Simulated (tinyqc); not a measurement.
Chemically amplified photoresist: aerial image, acid generation, bake, development and line width: one step, computed by the program tinyqc. Command: `OMP_NUM_THREADS=1 python tinyqc.py 3005211 3005212 out.jsonl resist walk`. One thread of a shared host (Intel(R) Xeon(R) Processor @ 2.30GHz), about 0.02 s of CPU time with the checks.

Lines and spaces of pitch p with a two-beam-like image; x = 0 is the middle of the bright space. The resist is positive and treated as uniform in depth.

Question. Acid image and its blur. Dose E(x) = E [1 + c cos(2 pi x/p)]; acid h = 1 - exp(-C E(x)). Bake: the acid image is blurred by a Gaussian of variance sigma^2 = 2 D t (each Fourier term k of h, taken on 64 points, is multiplied by exp(-4 pi^2 k^2 D t/p^2)). Cosine coefficients: h(x) = sum_k h_k cos(2 pi k x/p).

Inputs (values chosen for the exercise, for a model resist at 13.5 nm): pitch p = 36 nm; image contrast c = 0.79; mean dose E = 2.57 mJ/cm^2; Dill parameter C = 0.048 cm^2/mJ; acid diffusivity D = 0.11 nm^2/s; bake time t = 90 s.

Give: diffusion length sigma = sqrt(2 D t); h_0 to h_4 before the bake; h_0 to h_4 after the blur; blur factor of the first harmonic.

Answer.

diffusion length sigma = sqrt(2 D t) = 4.450 nm

h_0 to h_4 before the bake: [0.1140, 0.0862, -0.0021, 0.0000, 0.0000]

h_0 to h_4 after the blur: [0.1140, 0.0638, -0.0006, 0.0000, 0.0000]

blur factor of the first harmonic = 0.7397

sigma/p = 0.124; the blur keeps 74 % of the modulation.
